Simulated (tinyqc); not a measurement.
# Input admittance of a MOSFET at zero drain bias: distributed channel and distributed gate: what changes with what

Source and drain grounded, strong inversion, w = 2 pi f, Cox = eps0 eox/tox. The channel is an RC line of resistance 1/(mu Cox Vo) per square fed from both ends, so one finger has the intrinsic admittance y = i w Cox L tanh(g)/g per width, g = (1/2) sqrt(i w tau), tau = L^2/(mu Vo). The vertical resistance rv/L is in series with y, the overlaps 2 i w Cov in parallel: y_t = 1/(1/y + rv/L) + 2 i w Cov. The gate strip is a line of Rsh/L per length loaded by y_t, so a finger has Y = y_t Wf tanh(k)/k, k = (Wf/sd) sqrt(y_t Rsh/L); the device has Nf Y.

Parameters, values chosen for the exercise; values of the order met in silicon radio-frequency transistors: relative permittivity of the gate insulator (close to silicon dioxide) eox = 3.9; insulator thickness tox = 3.6 nm; channel length L = 1 um; finger width Wf = 6.4 um; number of fingers Nf = 1; channel mobility mu = 150 cm^2/(V s); gate overdrive Vo = 0.78 V; sheet resistance of the gate Rsh = 7.5 ohm/square; vertical resistivity of the gate stack rv = 0 ohm um^2; number of ends at which a finger is contacted sd = 2; overlap and fringe capacitance on each side Cov = 0.19 fF/um; frequency f = 5.7 GHz.

Constants: eps0 = 8.8541878128e-14 F/cm where lengths are in cm. Results are converted to the units shown.

Each table varies one quantity; the others keep the values above.

## Input impedance against frequency

Low-frequency limits, with c = Cox L and ct = c + 2 Cov: R_strip = Rsh Wf/(3 sd^2 L Nf), R_ch = (c/ct)^2 L/(12 mu Cox Vo Wf Nf), R_vert = (c/ct)^2 rv/(L Wf Nf), C = ct Wf Nf. Z = 1/(Nf Y) = R + 1/(i w C), Q = |Im Z|/R, far-point signal |1/cosh k|.

The same in every row: low-frequency R (ohm) = 111.3.

Input impedance against frequency:

| f (GHz) | w tau | \|k\| | R (ohm) | C (fF) | Q | signal at the far point |
|---|---|---|---|---|---|---|
| 0.06 | 0.03222 | 0.01699 | 111.3 | 63.82 | 373.3 | 1.000 |
| 0.2 | 0.1074 | 0.03102 | 111.3 | 63.82 | 112.0 | 1.000 |
| 0.4 | 0.2148 | 0.04387 | 111.3 | 63.82 | 56.00 | 1.000 |
| 1 | 0.5370 | 0.06932 | 111.3 | 63.79 | 22.41 | 0.9999 |
| 3 | 1.611 | 0.1194 | 111.2 | 63.56 | 7.506 | 0.9991 |
| 8 | 4.296 | 0.1884 | 110.3 | 62.02 | 2.907 | 0.9943 |
| 20 | 10.74 | 0.2599 | 105.5 | 54.55 | 1.383 | 0.9808 |
| 60 | 32.22 | 0.3286 | 78.81 | 32.29 | 1.042 | 0.9642 |
| 200 | 107.4 | 0.4540 | 39.58 | 17.26 | 1.165 | 0.9382 |

R falls from 111 to 39.6 ohm and C falls from 63.8 to 17.3 fF. Q goes as f^(-1.00) between the first two rows and f^(0.09) between the last two, where w tau = 107 and |k| = 0.454. The low-frequency limits hold both R and C within 5 % up to f = 8 GHz among the rows.

## Dividing a fixed width into fingers

Total width Wf Nf = 6.4 um; each finger also has a contact resistance Rc at each contacted end, which adds Rc/(sd Nf). The resistances are low-frequency limits, good while |k| is below about 1; the far-point signal is |1/cosh k| at f, without Rc.

The same in every row: R_ch + R_vert (ohm) = 107.3.

Dividing a fixed width into fingers:

| Nf | Wf (um) | R_strip (ohm) | Rc/(sd Nf) for Rc = 30 ohm (ohm) | sum (ohm) | signal at the far point |
|---|---|---|---|---|---|
| 1 | 6.400 | 4.000 | 15.00 | 126.3 | 0.9969 |
| 2 | 3.200 | 1.000 | 7.500 | 115.8 | 0.9992 |
| 4 | 1.600 | 0.2500 | 3.750 | 111.3 | 0.9998 |
| 8 | 0.8000 | 0.06250 | 1.875 | 109.3 | 1.000 |
| 16 | 0.4000 | 0.01562 | 0.9375 | 108.3 | 1.000 |
| 32 | 0.2000 | 0.003906 | 0.4688 | 107.8 | 1.000 |
| 64 | 0.1000 | 9.766e-4 | 0.2344 | 107.6 | 1.000 |
| 128 | 0.05000 | 2.441e-4 | 0.1172 | 107.5 | 1.000 |

R_strip falls as 1/Nf^2, from 4.00 to 2.44e-4 ohm, the contact term as 1/Nf, and R_ch + R_vert stays at 107 ohm since the total width is fixed. The sum is within a factor 1.5 of that floor from Nf = 1 on. More fingers add wiring capacitance, which is left out.

Computed by the program tinyqc: `OMP_NUM_THREADS=1 python tinyqc.py 2262086 2262087 out.jsonl`, one thread of a shared Intel Xeon 2.30GHz, about 0.01 s for the whole run.
